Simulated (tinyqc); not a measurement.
## Fermi-level pinning from two metals

Question. Cowley-Sze model with the space charge neglected: phiB = S (phiM - chi) + (1 - S)(Eg - phi0), S = 1/(1 + q Dit dl/(eps0 ei)), dl in cm. Find S, phi0 and Dit.

Parameters, values chosen for the exercise; band and dielectric values close to those of cadmium telluride:
```
symbol,value,unit,meaning
Eg,1.5,eV,band gap
chi,4.36,eV,electron affinity
dl,0.2,nm,thickness of the interfacial layer
ei,2,,relative permittivity of the interfacial layer
```

Constants: q = 1.602176634e-19 C, eps0 = 8.8541878128e-14 F/cm where lengths are in cm. Results are converted to the units shown.

barriers for metals with phiM = 4.65 and 5.47 eV (eV): [0.35063866, 1.0891244]

Solution. S is the slope of phiB against phiM; either barrier then gives phi0, and S gives Dit.

S = 0.9006
phi0 = 0.6000 eV
Dit = 6.100e12 cm^-2 eV^-1

Computed by the program tinyqc: `OMP_NUM_THREADS=1 python tinyqc.py 2020012 2020013 out.jsonl`, one thread of a shared Intel Xeon 2.30GHz, about 0.07 s for the whole run.
